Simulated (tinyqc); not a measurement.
Heat flow across a film from the phonon Boltzmann equation in the relaxation-time approximation. From one set of inputs to another, one input at a time. Computed by tinyqc, a small Python program. Command: `OMP_NUM_THREADS=1 python tinyqc.py 3011915 3011916 out.jsonl slabbte ladder`. One thread of a shared host (Intel(R) Xeon(R) Processor @ 2.30GHz), about 0.02 s of CPU time with the checks.

Two black walls, hot at x = 0 and cold at x = L, emit phonons isotropically. For one free path Lambda, with tau = x/Lambda, tau_L = L/Lambda and phi = (T - T_cold)/Delta T, energy balance gives phi(tau) = (1/2) [E2(tau) + int_0^tau_L phi(s) E1(|tau - s|) ds]; E_n are the exponential integrals. The flux over the ballistic flux C v Delta T/4 is psi = 1 - 2 int_0^tau_L phi(s) E2(s) ds, and kappa_eff/kappa = (3/4) tau_L psi. kappa = C v Lambda/3 is an input, so at fixed kappa a longer free path means a smaller C v.

The inputs printed are set A. Set A is modelled on diamond; the values taken over come from a set modelled on sapphire. Inputs not listed in the table keep their values of set A, so the rows need not describe a real material.

Inputs (values chosen for the exercise, modelled on diamond): bulk conductivity kappa = 1820 W/(m K); film thickness L = 420 nm; wall temperature difference Delta T = 20 K; free path Lambda_1 = 280 nm.

Free-path groups: one.

Method:
- Cut the film into n equal cells with constant phi, collocated at the centres c_i: the kernel integrates to A_ij = |E2(|c_i - e_j|) - E2(|c_i - e_(j+1)|)|/2 for cell edges e_j, and A_ii = 1 - E2(half a cell); solve (1 - A) phi = E2(c)/2; psi = 1 - 2 sum_j phi_j [E3(e_j) - E3(e_(j+1))].
- Each group is solved on its own with 150 and 300 cells, psi = (4 psi(300) - psi(150))/3, and weighted by its share of kappa.
- Flux J = kappa_eff Delta T/L; apparent boundary resistance per wall (L/kappa_eff - L/kappa)/2.

Each row keeps all changes above it:
```
input moved                        from    to  kappa_eff (W/(m K))  flux J (GW/m^2)  apparent resistance per wall (m^2 K/GW)
set A                                 -     -                936.4           44.589                                  0.10889
free path Lambda_1 (nm)             280    24               1683.5           80.168                                  0.00935
bulk conductivity kappa (W/(m K))  1820  35.7                 33.0            1.573                                  0.47685
film thickness L (nm)               420    22                 14.1           12.799                                  0.47316
```

Where does the difference come from?

kappa_eff goes from 936 to 14.1, a factor 0.0150 in all. The largest single move comes from bulk conductivity kappa (a factor 0.0196), and free path Lambda_1 works against it (a factor 1.80). Flux J goes from 44.6 to 12.8, a factor 0.287 in all. The largest single move comes from bulk conductivity kappa (a factor 0.0196), and film thickness L works against it (a factor 8.14). Apparent resistance per wall goes from 0.109 to 0.473, a factor 4.35 in all. The largest single move comes from bulk conductivity kappa (a factor 51.0), and free path Lambda_1 works against it (a factor 0.0859). The single moves hold for this order of the switches; the total does not depend on the order.

Extremes, crossings and ranges named in words are read from the listed rows.
